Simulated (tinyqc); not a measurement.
Worked calculation: Hall effect and magnetoresistance of several carrier groups with constant relaxation times. Computed by tinyqc, a small Python program that keeps every step. Command: `OMP_NUM_THREADS=1 python tinyqc.py 3020828 3020829 out.jsonl hall2 walk`. One thread of a shared host (Intel(R) Xeon(R) Processor @ 2.30GHz), about 0.01 s of CPU time with the checks. Intermediate numbers are printed to about 7 digits and carried at full precision; extremes and crossings named in words are read from the listed rows.

Group 1 has charge -e and group 2 charge +e; s_i is that sign. B lies along z; mu B is formed with mu in m^2/(V s).

Inputs (values chosen for the exercise, for a model conductor): density n1 = 2.7e+16 1/cm^3; mobility mu1 = 14000 cm^2/(V s); density n2 = 2.6e+17 1/cm^3; mobility mu2 = 2100 cm^2/(V s); magnetic field B = 0.54 T.

Carriers: electrons and holes. Densities: per volume.

Constants: e = 1.602176634e-19 C.

## Conductivity of each group

sigma_xx = sum n_i e mu_i/(1 + mu_i^2 B^2); sigma_xy = sum s_i n_i e mu_i^2 B/(1 + mu_i^2 B^2).

Parts (S/cm):
```
group      mu B  sigma_xx   sigma_xy
group 1   0.756  38.53700  -29.13397
group 2  0.1134  86.36819   9.794152
```

sigma_xx = 124.9052 S/cm

sigma_xy = -19.33982 S/cm

sigma at B = 0 = 148.0411 S/cm

## Resistivity, Hall coefficient and magnetoresistance

rho_xx = sigma_xx/(sigma_xx^2 + sigma_xy^2); Hall coefficient R_H = sigma_xy/(B (sigma_xx^2 + sigma_xy^2)), with B in V s/cm^2 (1 T = 1e-4 V s/cm^2); magnetoresistance MR = rho_xx(B)/rho_xx(0) - 1. Apparent density 1/(e |R_H|); Hall mobility |R_H|/rho_xx.

rho_xx = 0.007818628 ohm cm

Hall coefficient R_H = -22.41861 cm^3/C

magnetoresistance MR = 15.74784 %

apparent density = 2.784075e+17 1/cm^3

Hall mobility = 2867.333 cm^2/(V s)

A one-carrier reading would report electrons of density 2.78e17, against n1 = 2.7e16 and n2 = 2.6e17.

## Limits of weak and strong field

Weak field: R_H(0) = sum s_i n_i mu_i^2/(e (sum n_i mu_i)^2); MR = c B^2 with c = n1 n2 mu1 mu2 (s1 mu1 - s2 mu2)^2/(n1 mu1 + n2 mu2)^2. Strong field: R_H = 1/(e sum s_i n_i); rho_xx saturates at (n1/mu1 + n2/mu2)/(e (sum s_i n_i)^2).

R_H at weak field = -30.30485 cm^3/C

coefficient c = 0.6266027 1/T^2

R_H at strong field = 26.78759 cm^3/C

saturation MR = 114.0065 %

R_H changes sign between weak and strong field: the faster group rules at weak field, the denser one at strong field.

## Field dependence

rho_xx = sigma_xx/(sigma_xx^2 + sigma_xy^2); Hall coefficient R_H = sigma_xy/(B (sigma_xx^2 + sigma_xy^2)), with B in V s/cm^2 (1 T = 1e-4 V s/cm^2); magnetoresistance MR = rho_xx(B)/rho_xx(0) - 1.

Against the field:
```
B (T)         mu1 B  rho_xx (ohm cm)  R_H (cm^3/C)        MR (%)
0.036  5.040000e-02       0.00676036     -30.26421  8.114990e-02
0.11   1.540000e-01       0.00680576     -29.92767  7.531803e-01
0.29   4.060000e-01       0.00709512     -27.78245  5.036907e+00
0.71   9.940000e-01       0.00842564     -17.91844  2.473412e+01
1.8    2.520000e+00       0.01168650       6.25642  7.300832e+01
4.3    6.020000e+00       0.01376598      21.67292  1.037931e+02
11     1.540000e+01       0.01434180      25.94183  1.123176e+02
29     4.060000e+01       0.01443926      26.66434  1.137604e+02
86     1.204000e+02       0.01445399      26.77355  1.139785e+02
```

R_H changes sign between 0.710 and 1.80 T. MR starts as B^1.99 and ends as B^0.00; it saturates at 114 %. One group alone would show no magnetoresistance in this model. The rows with mu1 B well above 1 show the semiclassical limit; Landau quantisation is left out.

## Back from four measured limits to the two groups

With z_i = s_i mu_i and w_i = s_i n_i the moments M_k = w1 z1^k + w2 z2^k are M_(-1) = (1 + MR_sat) M_0^2/M_1, M_0 = 1/(e R_strong), M_1 = sigma(0)/e, M_2 = R_weak sigma(0)^2/e. The z_i are the roots of z^2 + p z + q with M_2 + p M_1 + q M_0 = 0 and M_1 + p M_0 + q M_(-1) = 0; then w follows from M_0 and M_1. Group 1 is the faster.

p and q: [11900, -2.940000e+07]

signed mobilities s_i mu_i (cm^2/(V s)): [-14000, 2100.000]

densities (1/cm^3): [2.700000e+16, 2.60e+17]

Checks made by the program: weak-field formulas against the tensor at mu1 B = 1e-3 (relative difference 5e-07); recovered mobilities and densities against the inputs (relative difference below 1e-10).
